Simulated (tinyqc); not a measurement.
Inside a calculation: standing waves and exposure in a photoresist film. Values are carried at full precision from step to step, so a last printed digit may differ when a step is redone from the rounded ones.

Normal incidence from air. Unexposed resist: N1 = n1 + i k1 with k1 = (A + B) lam/(4 pi), lam in micrometres. r01 = (1 - N1)/(1 + N1), t01 = 2/(1 + N1). Substrate Ns = ns + i ks: r12 = (N1 - Ns)/(N1 + Ns). With p = exp(2 pi i N1 d/lam), the field at depth z is E(z) = t01 [exp(2 pi i N1 z/lam) + r12 p^2 exp(-2 pi i N1 z/lam)]/(1 + r01 r12 p^2), the relative intensity I(z) = n1 |E(z)|^2 and the reflectance R = |(r01 + r12 p^2)/(1 + r01 r12 p^2)|^2.

Parameters, chosen for this exercise (a resist on W, indices near tabulated ones; shifted at random, so the results belong to these values and not to a real crystal):
- lam = 365 nm (vacuum wavelength)
- n1 = 1.694 (resist index)
- A = 0.47 1/micrometre (bleachable absorption (Dill A))
- B = 0.07 1/micrometre (fixed absorption (Dill B))
- d = 819 nm (resist thickness)
- ns = 3.435 (substrate n)
- ks = 2.356 (substrate k)
- C = 0.038 cm^2/mJ (exposure rate (Dill C))
- D = 20 mJ/cm^2 (incident dose)
- Ld = 20 nm (diffusion length of the post-exposure bake)

## Interface coefficients

Form N1, r01, t01 and r12.

N1 = 1.69400+0.01568i
r01 = -0.2576-0.0043i
t01 = 0.7424-0.0043i
r12 = -0.4535-0.2466i
|r12|^2 = 0.2665

Next to the bottom the intensity swings by a factor ((1 + |r12|)/(1 - |r12|))^2 = 9.82 between antinode and node.

## Round trip and reflectance

Form p^2, the denominator and R; the period of the standing wave is lam/(2 n1).

p^2 = -0.5148-0.3846i
1 + r01 r12 p^2 = 0.9656-0.0782i
R = 0.1091
period = 107.73 nm

The film holds 7.60 periods.

## Intensity and exposure over the lowest period

Nine depths from d - period to d. Without bleaching during the exposure the share of unexposed compound is m = exp(-C D I).

Profile:
```
z (nm)      I      m
711.3   0.258  0.822
724.7   0.202  0.858
738.2   0.516  0.676
751.7   1.014  0.463
765.1   1.403  0.344
778.6   1.453  0.331
792.1   1.132  0.423
805.5   0.626  0.621
819.0   0.230  0.840
```

I runs from 0.202 to 1.453 on these points, so m runs from 0.331 to 0.858; the least exposed point listed lies 94.3 nm above the bottom.

## Smoothing by the bake

Gaussian diffusion of length Ld multiplies a cosine of period L by exp(-2 pi^2 Ld^2/L^2). Give that factor, and the Ld that leaves 10 %.

factor = 0.506
Ld for 10 % = 36.80 nm

## Checks

- R against the transfer-matrix product: both 0.10910.
- Absorption (A + B) d times the mean of I against 1 - R - T: both 0.425.

Program tinyqc; command `OMP_NUM_THREADS=1 python tinyqc.py 1680157 1680158 out.jsonl`; about 0.01 s on one thread of a shared Intel(R) Xeon(R) Processor @ 2.30GHz.
